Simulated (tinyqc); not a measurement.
Implant damage, amorphisation by cascade overlap, and solid-phase epitaxial regrowth: one step, computed by the program tinyqc.

Range and width of the damage are inputs. Dynamic annealing enters only through the surviving share f.

Task: Isothermal regrowth. v = v0 x orientation factor x exp(-E_a/(k_B T)) x [1 + (enhancement - 1) exp(-(z - R_d)^2/(2 s_d^2))], T = anneal temperature + 273.15 K; the dopant is taken to follow the damage profile; the lower front moves from the lower edge z2 to the surface, or to the middle (z1 + z2)/2 of a buried layer with upper edge z1; time = int dz/v; the equivalent undoped distance is that time times the undoped velocity.

Inputs (values chosen for the exercise, modelled on germanium ions in silicon):
```
quantity                           value  unit
depth of the damage peak R_d          24    nm
width of the damage profile s_d       12    nm
regrowth prefactor v0            4.1e+15  nm/s
regrowth energy E_a                 2.71    eV
anneal temperature                   660     C
rate relative to (100)              0.04     -
peak enhancement by the dopant       8.1     -
```

lower edge = 35.41088 nm

upper edge = 12.58912 nm

Constants: k_B = 8.617333262e-05 eV/K.

Give: undoped velocity; distance to regrow; time without enhancement; equivalent undoped distance; time with enhancement.

Result:

undoped velocity = 0.37898 nm/s

distance to regrow = 11.411 nm

time without enhancement = 30.110 s

equivalent undoped distance = 1.6147 nm

time with enhancement = 4.2608 s

The rate doubles for each 19 K or so near this temperature. Caution: regrowth on (111) is not only slow but leaves twins, which a single velocity does not describe.
